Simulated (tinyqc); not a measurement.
MP2 on RHF in the sto-3g basis, frozen core, for BeH2, spin multiplicity 1, step by step. One step of it, computed by the program tinyqc.

Problem. Iteration 8 (converged): orbitals. Diagonalise F' = X^T F X, C = X C', fill 3 alpha and 3 beta electrons from the bottom; D = 2 C_occ C_occ^T. Each column has its largest component positive (the first on a tie).

converged F (hartree):
```
            1Be 1s     1Be 2s   1Be 2px    1Be 2py    1Be 2pz      2H 1s      3H 1s
1Be 1s   -4.526952  -1.289255  0.000000   0.000053   0.002227  -0.227882  -0.256329
1Be 2s   -1.289255  -0.601364  0.000000   0.007328  -0.017430  -0.344931  -0.362842
1Be 2px   0.000000   0.000000  0.213846   0.000000   0.000000   0.000000   0.000000
1Be 2py   0.000053   0.007328  0.000000  -0.163177   0.001006  -0.304303   0.312609
1Be 2pz   0.002227  -0.017430  0.000000   0.001006   0.211630  -0.022741  -0.023621
2H 1s    -0.227882  -0.344931  0.000000  -0.304303  -0.022741  -0.238713  -0.020989
3H 1s    -0.256329  -0.362842  0.000000   0.312609  -0.023621  -0.020989  -0.256431
```

X:
```
                 1          2          3         4          5         6          7
1Be 1s    0.043116  -0.380769   0.853134  0.000000  -0.369916  0.212193   0.159026
1Be 2s   -0.170932   1.102810  -0.096518  0.000000  -0.061690  0.423737   0.323190
1Be 2px   0.000000   0.000000   0.000000  1.000000   0.000000  0.000000   0.000000
1Be 2py   1.219204   0.146655   0.004255  0.000000  -0.001712  0.339522  -0.436900
1Be 2pz  -0.017075   0.108080   0.417011  0.000000   0.904173  0.039275   0.029954
2H 1s    -0.763492  -0.799857  -0.281646  0.000000   0.124265  0.517075  -0.091298
3H 1s     0.983996  -0.592196  -0.270716  0.000000   0.119721  0.045517   0.520189
```

Give: F' = X^T F X; orbital energies; coefficients C; D after iteration 8.

Solution.

F' = X^T F X (hartree):
```
        1       2       3      4       5       6       7
1   0.733   0.040  -0.050  0.000   0.020   0.014  -0.052
2   0.040   0.282   0.590  0.000  -0.251   0.210   0.152
3  -0.050   0.590  -2.888  0.000   1.454  -1.179  -0.898
4   0.000   0.000   0.000  0.214   0.000   0.000   0.000
5   0.020  -0.251   1.454  0.000  -0.471   0.573   0.436
6   0.014   0.210  -1.179  0.000   0.573  -0.944  -0.435
7  -0.052   0.152  -0.898  0.000   0.436  -0.435  -0.717
```

orbital energies (hartree): MO1 -4.530, MO2 -0.426, MO3 -0.383, MO4 0.209, MO5 0.214, MO6 0.386, MO7 0.739

coefficients C:
```
            MO1     MO2     MO3     MO4    MO5     MO6     MO7
1Be 1s    0.992  -0.213  -0.025   0.051  0.000  -0.223   0.010
1Be 2s    0.031   0.592   0.077  -0.217  0.000   1.064  -0.071
1Be 2px   0.000   0.000   0.000   0.000  1.000   0.000   0.000
1Be 2py   0.000  -0.060   0.493  -0.002  0.000   0.039   1.251
1Be 2pz   0.000   0.022   0.002   0.975  0.000   0.235  -0.009
2H 1s    -0.004   0.337   0.473   0.106  0.000  -0.764  -0.813
3H 1s    -0.004   0.440  -0.372   0.102  0.000  -0.714   0.910
```

D after iteration 8:
```
         1Be 1s  1Be 2s  1Be 2px  1Be 2py  1Be 2pz   2H 1s   3H 1s
1Be 1s    2.059  -0.193    0.000    0.001   -0.009  -0.174  -0.176
1Be 2s   -0.193   0.714    0.000    0.005    0.026   0.472   0.463
1Be 2px   0.000   0.000    0.000    0.000    0.000   0.000   0.000
1Be 2py   0.001   0.005    0.000    0.494    0.000   0.426  -0.420
1Be 2pz  -0.009   0.026    0.000    0.000    0.001   0.017   0.017
2H 1s    -0.174   0.472    0.000    0.426    0.017   0.675  -0.055
3H 1s    -0.176   0.463    0.000   -0.420    0.017  -0.055   0.664
```
